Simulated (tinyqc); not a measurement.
From results back to parameters: Koster-Slater impurity in an sp3s* host.

Problem. In the Koster-Slater model a defect shifts the s level of its site by Vs and the p levels by Vp; an A1 level solves 1/Vs = G_s(E) and a T2 level 1/Vp = G_p(E), E from the top of the valence band. A defect has an A1 level at E = 2.0556 eV, one of the energies of the table, and a T2 level at 0.2937 eV.

G(E) of the host (1/eV):

| E (eV) | G_s | G_p |
|---|---|---|
| 0.0000 | 0.0430620 | 0.2815001 |
| 0.2937 | 0.0337011 | 0.1928376 |
| 0.5873 | 0.0231643 | 0.1475130 |
| 0.8810 | 0.0105296 | 0.1140447 |
| 1.1746 | -0.0057306 | 0.0858956 |
| 1.4683 | -0.0286749 | 0.0597303 |
| 1.7619 | -0.0658986 | 0.0325512 |
| 2.0556 | -0.1450225 | -0.0007737 |
| 2.3493 | -0.7469749 | -0.0712682 |

Find: Vs, Vp.

Solution. Read G_s and G_p at the two energies and invert them. Vs is attractive and pulls its level down from the conduction bands. Vp is repulsive and pushes its level up from the valence bands.

Vs, Vp (eV): -6.9  5.2

(tinyqc, `OMP_NUM_THREADS=1 python tinyqc.py 1451328 1451329 out.jsonl`, Intel(R) Xeon(R) Processor @ 2.30GHz, 1 thread, shared host, about 0.08 s.)
